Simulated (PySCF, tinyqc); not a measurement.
Worked calculation: FCI on RHF in the sto-6g basis, for H3-, spin multiplicity 1. The basis has no diffuse functions, so it cannot describe the extra electron: this is an exercise in the method, not the real anion. The lowest restricted solution is unstable here: a spin-polarised one lies 0.0947 hartree lower (PySCF). One step of it, computed by the program tinyqc.

Problem. Orthogonalisation. S = U s U^T; symmetric (Loewdin) form X = U s^(-1/2) U^T, so that X^T S X = 1.

overlap S, order 1H 1s, 2H 1s, 3H 1s:
$$\begin{pmatrix}
1.000000 & 0.396045 & 0.396210 \\
0.396045 & 1.000000 & 0.345116 \\
0.396210 & 0.345116 & 1.000000
\end{pmatrix}$$

Give: eigenvalues of S; X.

Solution.

eigenvalues of S: [0.586, 0.655, 1.759]

X, order 1H 1s, 2H 1s, 3H 1s:
$$\begin{pmatrix}
1.111 & -0.186 & -0.187 \\
-0.186 & 1.092 & -0.143 \\
-0.187 & -0.143 & 1.092
\end{pmatrix}$$
